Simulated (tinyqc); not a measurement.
## Undoped gate-all-around wire MOSFET, analytic charge model: effect of the temperature

An undoped round wire of radius R under an insulator shell and a surrounding gate; long channel, electrons only, n = ni exp((psi - V)/Vt) with V the quasi-Fermi potential (0 at the source, Vd at the drain), constant mobility, no quantisation. The radial Poisson equation gives n(r) = n(0)/(1 - (1 - b) r^2/R^2)^2 with b = Q0/(Q + Q0). Q is the electron charge per area of the wire surface.

Nc and Nv are given at 273 K and scale as (T/273 K)^1.5; Eg and mu are held fixed. ni = sqrt(Nc Nv) exp(-Eg/(2 Vt)), Eg in volts; Cox = eps0 eox/(R ln(1 + tox/R)); Q0 = 4 eps0 eps_r Vt/R; V0 = dphi + Vt ln[8 eps0 eps_r Vt/(q ni R^2)]. Q solves Vg - V0 - V = Q/Cox + Vt ln(Q/Q0) + Vt ln(1 + Q/Q0). I = mu (2 pi R/L)[2 Vt (Qs - Qd) + (Qs^2 - Qd^2)/(2 Cox) + Vt Q0 ln((Qd + Q0)/(Qs + Q0))], with Qs at V = 0 and Qd at V = Vd.  I(low) is taken at Vg = 0.05 V, Qs and I(high) at Vg = 0.8 V.

Inputs (values chosen for the exercise); material values those of a made-up semiconductor: band gap Eg = 0.969 eV; relative permittivity of the semiconductor eps_r = 11.9; conduction-band density of states at the reference temperature Nc = 2.27e19 cm^-3; valence-band density of states at the reference temperature Nv = 1.84e19 cm^-3; relative permittivity of the gate insulator eox = 7.38; insulator thickness tox = 5.4 nm; wire radius R = 8 nm; gate work function less that of the intrinsic body dphi = -0.13 V; channel mobility mu = 550 cm^2/(V s); gate length L = 1 um; drain voltage Vd = 0.5 V.

Constants: q = 1.602176634e-19 C, kB = 1.380649e-23 J/K, Vt = kB T/q, eps0 = 8.8541878128e-14 F/cm where lengths are in cm. Results are converted to the units shown.

Result of one run:

| V0 (V) | I(low) (nA) | Qs(high) (nC/cm^2) | I(high) (uA) |
|---|---|---|---|
| 0.28220 | 0.045159 | 673.65 | 4.7584 |

Which temperature T gave this result: 220, 250, 310 or 340 K?

T = 340 K.

The whole series:

| T (K) | V0 (V) | I(low) (nA) | Qs(high) (nC/cm^2) | I(high) (uA) |
|---|---|---|---|---|
| 220 | 0.31185 | 5.2541e-5 | 655.76 | 4.3188 |
| 250 | 0.30465 | 4.9699e-4 | 658.96 | 4.4181 |
| 280 | 0.29730 | 0.0029996 | 663.10 | 4.5253 |
| 310 | 0.28982 | 0.013118 | 668.03 | 4.6390 |
| 340 | 0.28220 | 0.045159 | 673.65 | 4.7584 |
| 370 | 0.27448 | 0.12943 | 679.85 | 4.8825 |
| 400 | 0.26664 | 0.32124 | 686.58 | 5.0109 |
| 430 | 0.25871 | 0.71029 | 693.78 | 5.1429 |

As T goes from 220 to 430 K, I(low) rises from 5.25e-5 to 0.710 nA and I(high) rises from 4.32 to 5.14 uA. V0 falls from 0.312 to 0.259 V. In every row the surface density at the source at the higher gate voltage passes 0.3 Nc, where Boltzmann statistics fail. In every row the mobility is held fixed, though a real one changes with T.

Computed by the program tinyqc: `OMP_NUM_THREADS=1 python tinyqc.py 2460115 2460116 out.jsonl`, one thread of a shared Intel Xeon 2.30GHz, about 0.03 s for the whole run.
